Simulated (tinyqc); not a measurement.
Width and zero-phonon weight against temperature: configuration-coordinate model of a defect: Huang-Rhys factor and luminescence line shape. Computed by tinyqc, a small Python program. Command: `OMP_NUM_THREADS=1 python tinyqc.py 3031207 3031208 out.jsonl ccline walk`. One thread of a shared host (Intel(R) Xeon(R) Processor @ 2.30GHz), about 0.01 s of CPU time with the checks.

Ground state E_g(Q) = (1/2) omega_g^2 Q^2; excited state E_e(Q) = E_0 + (1/2) omega_e^2 (Q - dQ)^2 with E_0 = E_ZPL - (hbar omega_e - hbar omega_g)/2. Q is mass-weighted; the dipole does not depend on Q (Condon approximation).

Inputs (values chosen for the exercise, for a model defect in a wide-gap host):

| quantity | value | unit |
|---|---|---|
| zero-phonon energy E_ZPL | 2.28 | eV |
| displacement dQ | 0.761 | u^(1/2) angstrom |
| ground-state phonon hbar omega_g | 144 | meV |
| excited-state phonon hbar omega_e | 174 | meV |

Modes: different frequencies.

Constants: hbar^2/u = 4.18015928e-03 eV angstrom^2; k_B = 8.617333262e-05 eV/K.

Method:
- S = hbar omega dQ^2/(2 hbar^2/u) for each state; relaxation energy S hbar omega; absorption at E_0 + S_e hbar omega_e, emission at E_0 - S_g hbar omega_g; the Stokes shift is their difference.
- Overlaps <m_e|n_g> of harmonic-oscillator functions (Hermite recursion, positive leading coefficients) by a sum over an even grid (700 points from x = -9 to 9 + d for the small table, 1500 points from -16 to 16 + d for the thermal sums), with x = Q sqrt(omega_g/hbar), d = sqrt(2 S_g) and frequency ratio omega_e/omega_g.
- Initial levels m = 0..24 carry Boltzmann weights exp(-m hbar omega_e/k_B T), normalised; final levels n = 0..79; a line lies at E_ZPL + m hbar omega_e - n hbar omega_g with weight w_m <m|n>^2. Moments are taken over these weights without the E^3 factor; FWHM = 2 sqrt(2 ln 2) x standard deviation; the zero-phonon weight is w_0 <0|0>^2, since the other m -> m lines are offset by m (hbar omega_e - hbar omega_g).
- For comparison: FWHM(0) sqrt(coth(hbar omega_e/2 k_B T)) with FWHM(0) from the first row, and exp(-S_g coth(hbar omega_e/2 k_B T)).

S_g = 9.97491

Against temperature:

| T (K) | mean energy (eV) | FWHM (eV) | coth law (eV) | zero-phonon weight | exp(-S coth) |
|---|---|---|---|---|---|
| 100 | 0.84232 | 0.9753 | 0.9753 | 1.8085e-05 | 4.6553e-05 |
| 300 | 0.84235 | 0.9765 | 0.9765 | 1.8064e-05 | 4.5457e-05 |
| 610 | 0.84336 | 1.0117 | 1.0116 | 1.7425e-05 | 2.1859e-05 |
| 1000 | 0.84652 | 1.1151 | 1.1147 | 1.5684e-05 | 2.1957e-06 |
| 1500 | 0.85196 | 1.2740 | 1.2730 | 1.3379e-05 | 4.1677e-08 |

What does the comparison show, and why?

The width grows by a factor 1.31, flat while k_B T is well below hbar omega and as sqrt(T) above; the coth law, exact only for equal frequencies, misses by at most 0.077 %. The mean energy moves by +9.6 meV because the frequencies differ. The zero-phonon weight goes from 1.81e-5 to 1.34e-5, against 4.66e-5 to 4.17e-8 for the exponential rule, which assumes many modes of equal frequency in both states.
